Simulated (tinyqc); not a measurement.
Kinetic against equilibrium segregation over temperature: surface segregation during layer-by-layer epitaxy: two-layer exchange kinetics and the shape of quantum wells and delta layers. Computed by tinyqc, a small Python program. Command: `OMP_NUM_THREADS=1 python tinyqc.py 3004308 3004309 out.jsonl mbeseg walk`. One thread of a shared host (Intel(R) Xeon(R) Processor @ 2.30GHz), about 0.01 s of CPU time with the checks.

Atoms A and B exchange only between the growing layer and the one below it. B is supplied for N layers, then pure A follows.

Inputs (values chosen for the exercise, close to those used for gallium in AlAs):
```
quantity                                   value      unit
barrier E1 for B to move up                 2.04        eV
segregation energy E_s                     0.086        eV
attempt frequency nu                          10       THz
growth rate G                               0.37  layers/s
share x0 of B in the flux during the well    0.7         -
layers in the well N                          10         -
layer thickness                             2.83  angstrom
temperature T                                600         C
```

Constants: k_B = 8.617333262e-05 eV/K.

Method:
- p1 = nu exp(-E1/(k_B T)) (B up, A down), p2 = nu exp(-(E1 + E_s)/(k_B T)) (B down); time per layer tau = 1/G; K = p1/p2.
- Temperatures in kelvin are T(C) + 273.15.
- Each layer is deposited complete with B share x_dep and then exchanges for the time tau = 1/G with the layer below, whose share is b (total c = s + b fixed): ds/dt = p1 b (1 - s) - p2 s (1 - b), s(0) = x_dep. With the roots s1 < s2 of the right side, (s - s1)/(s - s2) = [(s(0) - s1)/(s(0) - s2)] exp(-(p1 - p2)(s2 - s1) tau). The lower layer is then buried with c - s, and s becomes the b of the next layer.
- In the dilute tail each layer passes up the share R = R_eq (1 - exp(-(p1 + p2) tau)); decay length = -layer thickness/ln R.
- R_eq = K/(1 + K).

Segregation:
```
T (C)      p1 tau     R_eq        R  decay length (angstrom)  peak share
480    6.0386e-01  0.79003  0.42216                    3.282     0.70000
520    2.9470e+00  0.77873  0.76103                   10.363     0.69997
560    1.2351e+01  0.76814  0.76814                   10.729     0.69996
600    4.5396e+01  0.75823  0.75823                   10.225     0.69995
640    1.4887e+02  0.74893  0.74893                    9.789     0.69994
680    4.4188e+02  0.74021  0.74021                    9.407     0.69992
720    1.2015e+03  0.73202  0.73202                    9.072     0.69991
760    3.0237e+03  0.72431  0.72431                    8.774     0.69990
```

What follows from these numbers?

The decay length peaks at 560 C among these rows: below, exchange is too slow; above, equilibrium rules and K = exp(E_s/(k_B T)) falls. p1 tau passes 1 between 480 and 520 C, below which sharp interfaces can be grown. Caution: in the hottest rows B can desorb, which is left out.

Extremes, crossings and ranges named in words are read from the listed rows.
